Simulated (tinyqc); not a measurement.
# Gap voltage and exponent from three temperatures

Problem. At constant current VBE(T) = Vg0 - a T - eta (kB T/q) ln T, where a is a constant. Find Vg0, eta and dVBE/dT at the middle temperature.

Constants: q = 1.602176634e-19 C, kB = 1.380649e-23 J/K. Results are converted to the units shown.

T (K): 300  360  390
VBE at a constant current (V): 0.7906625709  0.6892676919  0.6373368395

Solution. The relation is linear in Vg0, a and eta, so three points give a linear system; the slope is (VBE - Vg0 - eta kB T/q)/T. eta rests on the curvature of VBE(T) alone, so real fits need accuracy of some tens of microvolts or better.

Vg0 = 1.193 V
eta = 3.700
dVBE/dT = -1.718 mV/K

Program tinyqc, `OMP_NUM_THREADS=1 python tinyqc.py 2062088 2062089 out.jsonl`; Intel Xeon 2.30GHz, shared host, one thread, about 0.02 s.
